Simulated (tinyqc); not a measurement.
# Fully depleted semiconductor-on-insulator film with two gates, non-linear Poisson equation by Newton steps: what changes with what

One dimension across the film, front interface at x = 0, back interface at x = ts. psi is counted from the intrinsic level, n = ni exp(psi/Vt) (source grounded), holes neglected, acceptors ionised. Gates act through Cox = eps0 eox/tox and Cbox = 3.9 eps0/tb with potentials G1 = Vg - (phiM - chi - Vt ln(Nc/ni)) and G2 = Vb - (phiB - chi - Vt ln(Nc/ni)). Classical Boltzmann densities, no interface charge, no depletion in the back plane.

Values chosen for this exercise; band and dielectric values close to those of silicon:

| symbol | value | unit | meaning |
|---|---|---|---|
| T | 300 | K | temperature |
| Eg | 1.13 | eV | band gap |
| eps_r | 11.8 |  | relative permittivity |
| Nc | 2.79e19 | cm^-3 | conduction-band density of states at T |
| Nv | 2.66e19 | cm^-3 | valence-band density of states at T |
| chi | 4.02 | eV | electron affinity |
| eox | 7.7 |  | relative permittivity of the gate insulator (close to silicon nitride) |
| tox | 6.5 | nm | insulator thickness |
| ts | 28 | nm | film thickness |
| tb | 16 | nm | buried-oxide thickness (eps_r 3.9) |
| Na | 1e15 | cm^-3 | acceptor density of the film |
| phiM | 4.72 | eV | work function of the front gate |
| phiB | 5.07 | eV | work function of the back plane |
| Vb | 1.2 | V | back-gate voltage |

Constants: q = 1.602176634e-19 C, kB = 1.380649e-23 J/K, Vt = kB T/q, eps0 = 8.8541878128e-14 F/cm where lengths are in cm. Results are converted to the units shown.

Each table varies one quantity; the others keep the values above.

## Charge against front-gate voltage

ni = sqrt(Nc Nv) exp(-Eg/(2 Vt)), Eg in volts. The Poisson equation eps0 eps_r d2psi/dx2 = q (n + Na), with -eps0 eps_r dpsi/dx = Cox (G1 - psi) at x = 0 and eps0 eps_r dpsi/dx = Cbox (G2 - psi) at x = ts, is solved on 300 equal intervals with half boxes at both ends; N_inv is the trapezoid sum of n. Swing = ln 10/(d ln N_inv/dVg); the last column is (dN_inv/dVb)/(dN_inv/dVg).

Charge against front-gate voltage:
columns A: Vg (V); B: psi front (V); C: psi back (V); D: N_inv (cm^-2); E: centroid/ts; F: swing (mV/decade); G: q dN_inv/dVg over Cox; H: back/front leverage
```
A           B      C        D      E       F        G      H
0     -0.0367  0.239   2.35e7  0.906     101  8.21e-5  0.692
0.15   0.0960  0.322   7.32e8  0.886     100  0.00256  0.674
0.3     0.227  0.401  1.96e10  0.854     119   0.0579  0.643
0.45    0.346  0.446  1.64e11  0.772     239    0.241  0.546
0.6     0.440  0.460  5.12e11  0.574     371    0.486  0.348
0.75    0.497  0.464  1.11e12  0.374     548    0.714  0.250
0.9     0.531  0.465  1.87e12  0.262     800    0.823  0.219
1.05    0.553  0.465  2.71e12  0.199  1.09e3    0.877  0.206
1.2     0.569  0.465  3.59e12  0.161  1.39e3    0.906  0.200
```

Read the table: what changes, and by how much?

N_inv passes 1e11 cm^-2 at Vg = 0.404 V. The swing starts at 101 mV a decade, against (1 + k) Vt ln 10 = 67.3 for a front channel with k = Cs Cbox/(Cox (Cs + Cbox)) = 0.130, Cs = eps0 eps_r/ts; above threshold this column is no longer a subthreshold swing. The centroid falls from 0.906 to 0.161 of ts and the leverage of the back gate falls from 0.692 to 0.200. For Vg = 1.05, 1.2 the density at an interface exceeds 0.3 Nc, where Boltzmann statistics fail. For Vg = 0 the classical centroid lies within 3 nm of an interface, where confinement, left out, would push it away.

## Threshold and coupling against the insulator thickness

VT is the Vg for N_inv = 1e11 cm^-2; -dVT/dVb from the linearised equation. Limits with Cs = eps0 eps_r/ts: front channel Cs Cbox/(Cox (Cs + Cbox)), back channel Cbox (Cox + Cs)/(Cox Cs). Swing at N_inv = 1e8 cm^-2.

The same in every row: centroid/ts at VT = 0.807.

Results:
```
tox (nm)  VT (V)  -dVT/dVb  front-channel limit  back-channel limit  swing (mV/decade)
3.2        0.425     0.494               0.0642               0.680               94.6
4.6        0.416     0.535               0.0923               0.724               97.1
6.5        0.404     0.589                0.130               0.784                100
9.2        0.387     0.667                0.185               0.870                105
18         0.331     0.919                0.361                1.15                121
26         0.279      1.15                0.521                1.40                135
```

Estimate the missing row, tox = 13 nm.

Computed row:
```
tox (nm)  VT (V)  -dVT/dVb  front-channel limit  back-channel limit  swing (mV/decade)
13         0.363     0.776                0.261               0.990                112
```

With this row back in the table: As tox goes from 3.2 to 26, VT falls from 0.425 to 0.279 V, the centroid stays at 0.807 of ts and -dVT/dVb rises from 0.494 to 1.15. The coupling covers 69.9 % of the way from the front-channel to the back-channel limit in the first row and 71.3 % in the last.

Computed by the program tinyqc: `OMP_NUM_THREADS=1 python tinyqc.py 2190099 2190100 out.jsonl`, one thread of a shared Intel Xeon 2.30GHz, about 0.3 s for the whole run.
